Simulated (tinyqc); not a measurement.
# From weight on the impurity site back to hopping t

Model: Koster-Slater impurity in a tight-binding band, by Green functions and by supercells. Computed by tinyqc, a small Python program. Command: `OMP_NUM_THREADS=1 python tinyqc.py 3000807 3000808 out.jsonl kosterslater inv`. One thread of a shared host (Intel(R) Xeon(R) Processor @ 2.30GHz), about 0.2 s of CPU time with the checks.

One orbital per site, e(k) = -2 t sum cos(k_i) over 3 direction(s), band from -6 t to 6 t, lattice constant 1. One site has the extra energy U. Spin is left out.

Inputs (values chosen for the exercise, for a model band): impurity potential U = -3.85 eV.

Lattice: simple cubic.

Method:
- Outside the band G0(E) = (1/pi) int_0^pi dk (2/(pi z)) K(16 t^2/z^2), z = E + 2 t cos k, K the complete elliptic integral with parameter m; 200 Gauss-Legendre points.
- A bound state solves 1/U = G0(E).
- Bisection in ln(distance from the edge) between 1e-5 t and |U| + t. Weight on the impurity site: -1/(U^2 dG0/dE), by a central difference with step min(1e-4 t, distance/30). Decay length along an axis: 1/arccosh(1 + distance/(2 t)).

Question. A run gave the result below. Find the hopping t, known to lie between 0.45 and 0.89 eV.

weight on the impurity site = 0.8336579

Answer.

Each step takes the trial c = (a f_b - b f_a)/(f_b - f_a), f being the result less the target and a, b, c the logarithms of the listed values; c replaces end b, the old b replaces a if the sign of f changed, and otherwise f_a is halved.

Scan of the range:
```
hopping t (eV)  weight on the impurity site
0.450                              0.906043
0.504                              0.877417
0.565                              0.837626
0.633                              0.781295
0.709                              0.697840
0.794                              0.566139
0.890                              0.334727
```

False position (Illinois rule, in the logarithm of the input) inside the bracket:
```
step     end a     end b     trial  weight on the impurity site
1     0.565000  0.633000  0.569541                     0.834294
2     0.633000  0.569541  0.570264                     0.833759
3     0.633000  0.570264  0.570492                     0.833589
4     0.570264  0.570492  0.570400                     0.833658
5     0.570492  0.570400  0.570400                     0.833658
```

Weight on the impurity site falls at every point of a 13-point scan of the range (every second point is shown), so one value fits; it is bracketed by 0.565 and 0.633. Answer: hopping t = 0.5704 eV.
